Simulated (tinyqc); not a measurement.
## On-chip interconnect, size-dependent resistivity and RC delay: delay against the aspect ratio

A rectangular line between two neighbours and two ground planes. Surface and grain-boundary scattering are added to the bulk resistivity as corrections; capacitances are parallel-plate values without fringing; inductance is ignored.

Metal width x = wd - 2 tl, height y = AR wd - tl; grain boundaries (Mayadas-Shatzkes): al = (lam/(gr x)) Rg/(1 - Rg), g = 1/[1 - 3 al/2 + 3 al^2 - 3 al^3 ln(1 + 1/al)] - 1; surfaces (Fuchs-Sondheimer, thick limit): s = (3/8) lam (1 - ps)(1/x + 1/y); rho = rho0 (1 + g + s); r = rho/(x y); c = eps0 ek (2 wd/hd + 2 Mf AR wd/sp). Elmore delay tE = Rd (c Lw + Cl) + r Lw (c Lw/2 + Cl); t50 is the time at which the far end of a ladder of 30 pi sections (half capacitances at both ends, Cl at the far end, a step applied through Rd) reaches half the step; line share r Lw/(Rd + r Lw); estimate 0.69 Rd (c Lw + Cl) + 0.38 r c Lw^2 + 0.69 r Lw Cl.

Parameters, values chosen for the exercise; metal values close to those of copper:
- rho0 = 1.73 uohm cm (bulk resistivity)
- lam = 40.2 nm (bulk mean free path)
- ps = 0 (specular share of surface scattering)
- Rg = 0.49 (reflection coefficient of grain boundaries)
- gr = 2 (grain size over the metal width)
- wd = 24 nm (drawn line width)
- tl = 2.5 nm (liner on both walls and the bottom, not conducting)
- sp = 48 nm (space to the neighbouring lines)
- hd = 32 nm (dielectric height to the planes above and below)
- ek = 3 (relative permittivity of the dielectric)
- Mf = 2 (Miller factor of the neighbours)
- Lw = 150 um (line length)
- Rd = 410 ohm (driver resistance)
- Cl = 0.4 fF (load capacitance)

Constants: eps0 = 8.8541878128e-12 F/m. Results are converted to the units shown.

Delay against the aspect ratio:
```
AR	rho (uohm cm)	r (ohm/um)	c (fF/um)	tE (ps)	t50 (ps)	estimate (ps)	line share of the resistance (%)
0.8	7.086	223.3	0.08234	225.5	170.8	170.1	98.79
1.2	6.516	130.4	0.1036	166.3	126.0	125.4	97.95
1.6	6.251	91.64	0.1248	142.1	107.6	107.0	97.10
2	6.098	70.53	0.1461	129.3	97.90	97.34	96.27
2.4	5.998	57.29	0.1673	121.7	92.16	91.56	95.45
2.8	5.928	48.22	0.1886	117.0	88.51	87.86	94.64
3.2	5.875	41.62	0.2098	113.8	86.12	85.41	93.84
3.6	5.835	36.61	0.2311	111.7	84.52	83.76	93.05
4	5.803	32.67	0.2523	110.4	83.46	82.66	92.28
```

Read the table: what changes, and by how much?

As AR goes from 0.8 to 4, r falls from 223 to 32.7 ohm/um, c rises from 0.0823 to 0.252 fF/um and t50 falls from 171 to 83.5 ps. t50/tE lies between 0.756 and 0.757, and the estimate is within 0.97 % of t50.

Range of the model: The metal width is under the mean free path, where the thick-limit surface term and the simple sum of corrections lose accuracy.

Numbers from tinyqc (`OMP_NUM_THREADS=1 python tinyqc.py 2100059 2100060 out.jsonl`; about 0.01 s on one thread of a shared Intel Xeon 2.30GHz).
